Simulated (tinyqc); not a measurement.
Lattice vibrations of a chain, step by step. One step of it, computed by the program tinyqc.

Question. Frequencies. omega^2 are the eigenvalues; wavenumber = 521.4708 sqrt(eigenvalue) 1/cm.

D(q) (eV/(angstrom^2 u)):
```
[[0.388359, -0.364670, 0.248792+0.098504i],
 [-0.364670, 0.756032, -0.135309],
 [0.248792-0.098504i, -0.135309, 0.545667]]
```

Give: eigenvalues; wavenumbers; weights |e|^2 of the mass-weighted modes.

Answer.

eigenvalues: [0.093, 0.496, 1.100]

wavenumbers (1/cm): [159.3, 367.4, 547.0]

weights |e|^2 of the mass-weighted modes, order atom 1, atom 2, atom 3:
```
[[0.693, 0.023, 0.284],
 [0.152, 0.316, 0.532],
 [0.154, 0.661, 0.184]]
```
